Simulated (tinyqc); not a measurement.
Phonon-assisted absorption at an indirect gap: one step. Quantum efficiency of a diode.

Photodiode (Gaertner form with a dead layer): QE = (1 - R) exp(-alpha xj) [1 - exp(-alpha W)/(1 + alpha L)], R = ((nr - 1)/(nr + 1))^2; responsivity = QE/E in A/W for E in eV.

Inputs chosen for the exercise (loosely those of SiC at room temperature; Eg is not tied to T; not measured data):
```
symbol  value  unit        meaning
E       3.354  eV          photon energy
nr      2.83               refractive index
xj      0.37   micrometre  dead layer at the surface
W       1.7    micrometre  depleted width
L       140    micrometre  minority diffusion length below it
```

alpha = 14.5060 1/cm

Task: Evaluate the factors; 1 micrometre = 1e-4 cm.

Give: passes the dead layer; collected share; QE; responsivity.

Result:

passes the dead layer = 0.9995
collected share = 0.1709
QE = 0.1318
responsivity = 0.0393 A/W

Without diffusion from below the collected share would be 0.0025.

Run: tinyqc, `OMP_NUM_THREADS=1 python tinyqc.py 1681185 1681186 out.jsonl`; Intel(R) Xeon(R) Processor @ 2.30GHz, one thread, shared host; about 0.01 s of CPU time with all checks.
